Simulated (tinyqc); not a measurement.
Inside a calculation. Model: single-oscillator infrared dielectric function of a polar cubic crystal. Computed by tinyqc, a small Python program that keeps every step. Command: `OMP_NUM_THREADS=1 python tinyqc.py 3026312 3026313 out.jsonl infrared walk`. One thread of a shared host (Intel(R) Xeon(R) Processor @ 2.30GHz), about 0.01 s of CPU time with the checks. Intermediate numbers are printed to about 7 digits and carried at full precision; extremes and crossings named in words are read from the listed rows.

One ion pair, charges +Z* and -Z*, in a cell of volume Omega = a^3/4. Frequencies omega are given as wavenumbers (1/cm); eps_s is the static dielectric constant.

Inputs (values chosen for the exercise, modelled on zinc selenide):
```
quantity                         value      unit
lattice constant a               5.668  angstrom
mass M_A                         65.38         u
mass M_B                         78.97         u
omega_TO                           206      1/cm
Born charge Z*                    2.01         e
eps_inf                           5.88         -
phonon damping gamma               2.9      1/cm
probe frequency / omega_TO       0.554         -
eps_m of the surrounding medium      1         -
```

Structure: zinc blende. Free carriers: absent.

Constants: nu for 1 eV/(angstrom^2 u) = 15.6333042 THz; 1 THz = 33.35640952 1/cm; e^2/(4 pi eps_0) = 14.39964548 eV angstrom.

## LO frequency and static constant from the Born charge

mu = M_A M_B/(M_A + M_B); ionic plasma term W^2 = 4 pi Z*^2 (e^2/(4 pi eps_0))/(Omega mu) in eV/(angstrom^2 u), turned into 1/cm by W = 15.6333042 x 33.35640952 x sqrt(W^2); omega_LO^2 = omega_TO^2 + W^2/eps_inf; eps_s = eps_inf + W^2/omega_TO^2; Szigeti charge 3 Z*/(eps_inf + 2); longitudinal (Callen) charge Z*/eps_inf.

reduced mass mu = 35.76764 u

W = 349.4194 1/cm

omega_LO = 251.3967 1/cm

eps_s = 8.757131

Szigeti charge = 0.7652284 e

Callen charge = 0.3418367 e

omega_LO/omega_TO = 1.220; the ions supply 33 % of eps_s.

## Optical constants at the probe frequency

eps(omega) = eps_inf + W^2/(omega_TO^2 - omega^2 - i gamma omega); n + i k = sqrt(eps) with k >= 0; R = |(n + i k - 1)/(n + i k + 1)|^2 at normal incidence from vacuum. omega is the probe ratio times omega_TO. Intensity decays over 1/(4 pi omega k); the loss function is Im(-1/eps).

omega = 114.124 1/cm

Re eps = 10.03068

Im eps = 0.04670609

n = 3.167133

k = 0.007373560

reflectivity R = 0.2704581

penetration depth of the intensity = 945.6620 micrometre

loss function = 4.641984e-04

Re eps is positive and k is small against n: the wave propagates.

## Spectrum around the optical phonon

The loss function is Im(-1/eps).

Spectrum:
```
omega (1/cm)       Re eps       Im eps           R    Im(-1/eps)
103              9.715837   0.03599977   0.2644163  3.813584e-04
175              16.19826    0.4433592   0.3624765   0.001688472
200              53.31179     11.29328   0.5815312   0.003802855
206                  5.88     204.3755   0.8184676   0.004888907
217             -19.88849     3.485087   0.9291298   0.008548211
229             -6.269763    0.8064625   0.9158911    0.02018159
242             -1.676002    0.3287948   0.8292501     0.1127133
251           -0.04954908    0.2098769   0.3567407      4.513149
256             0.6000014    0.1696914  0.01857774     0.4364526
266              1.571969    0.1173452  0.01318129    0.04722409
289              2.909496   0.06059583  0.06808376   0.007155152
377              4.655448   0.01342925   0.1344094  6.196199e-04
628              5.533100  0.001795077   0.1627207  5.863353e-05
```

R peaks among these rows at 217 per cm with 0.93 and is lowest, 0.013, at 266; far above omega_LO it tends to ((sqrt(eps_inf) - 1)/(sqrt(eps_inf) + 1))^2 = 0.173. Im eps is largest at 206 and the loss function at 251: absorption marks the TO mode and the loss function the LO mode. Re eps is negative in some rows, where R averages 0.76.

## Surface and particle modes

Without damping, eps(omega) = -x eps_m gives omega^2 = omega_TO^2 (eps_s + x eps_m)/(eps_inf + x eps_m): x = 1 for a flat surface at large wave vector, x = 2 for the dipole mode of a small sphere. The reflectivity R for light from vacuum (not from the medium eps_m) vanishes where eps = 1, omega^2 = omega_TO^2 (eps_s - 1)/(eps_inf - 1).

surface mode = 245.3206 1/cm

sphere mode = 240.6868 1/cm

zero of R = 259.7215 1/cm

Both modes lie between omega_TO and omega_LO, at 87 % and 76 % of the way up.

## Phonon polaritons

Transverse waves without damping obey Q^2 = omega^2 eps(omega), Q = wave vector/(2 pi) in 1/cm: eps_inf omega^4 - (eps_inf omega_LO^2 + Q^2) omega^2 + Q^2 omega_TO^2 = 0.

Branches (1/cm):
```
Q     lower branch  upper branch  Q/sqrt(eps_s)  Q/sqrt(eps_inf)
61         20.5793       251.813         20.613           25.156
180        59.9232       255.186         60.826           74.231
370       116.3879       270.067        125.032          152.585
610       164.2923       315.421        206.134          251.560
910       188.2840       410.588        307.511          375.278
1500      200.0282       637.057        506.886          618.590
3000      204.5783      1245.777       1013.772         1237.179
6100      205.6606      2519.749       2061.337         2515.598
```

The lower branch starts as light slowed by sqrt(eps_s) (0.998 of that line) and ends at 0.998 omega_TO; the upper starts at 1.002 omega_LO and ends at 1.002 of the light line with eps_inf. No branch lies between omega_TO and omega_LO.

Checks made by the program: Lyddane-Sachs-Teller relation eps_s/eps_inf = (omega_LO/omega_TO)^2 (relative difference below 1e-10).
